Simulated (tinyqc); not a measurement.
p-n diode with diffusion and depletion-layer recombination: one step of the calculation.

Abrupt junction in the depletion approximation, low injection, full ionisation, neutral widths fixed, ohmic contact on the p side. Vj is the junction voltage; where a series resistance Rs is given, V = Vj + J Rs is the terminal voltage.

Problem. New Vj. Diffusion current alone: J = J0 (exp(Vj/Vt) - 1), g = Vj + J Rs - V, g' = 1 + Rs J0 exp(Vj/Vt)/Vt, Vj(new) = Vj - g/g'.

Inputs (values chosen for the exercise); band and dielectric values close to those of silicon:

| symbol | value | unit | meaning |
|---|---|---|---|
| T | 300 | K | temperature |
| Rs | 0.00052 | ohm cm^2 | series resistance |
| V | 0.73 | V | terminal voltage |

Constants: q = 1.602176634e-19 C, kB = 1.380649e-23 J/K, Vt = kB T/q. Results are converted to the units shown.

Vj after iteration 1 = 0.72999740 V
J0 = J0n + J0p = 2.4433574e-10 A/cm^2

Find: J; g; g'; Vj after iteration 2.

Solution.

J = 448.13 A/cm^2
g = 0.23302 V
g' = 10.014
Vj after iteration 2 = 0.70673 V

Program tinyqc, `OMP_NUM_THREADS=1 python tinyqc.py 2260068 2260069 out.jsonl`; Intel Xeon 2.30GHz, shared host, one thread, about 0.01 s.
